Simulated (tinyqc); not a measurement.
Worked calculation: tight binding, dimerised chain. One step of it, computed by the program tinyqc.

Task: Levels at X. Diagonalise the Hermitian matrix.

H(k) at X (eV):
```
,A,B
A,0.490000,-0.580000
B,-0.580000,-0.490000
```

Give: eigenvalues; weights |c|^2 of the basis functions.

Result:

eigenvalues (eV): -0.7593  0.7593

weights |c|^2 of the basis functions:
```
,band 1,band 2
A,0.1773,0.8227
B,0.8227,0.1773
```
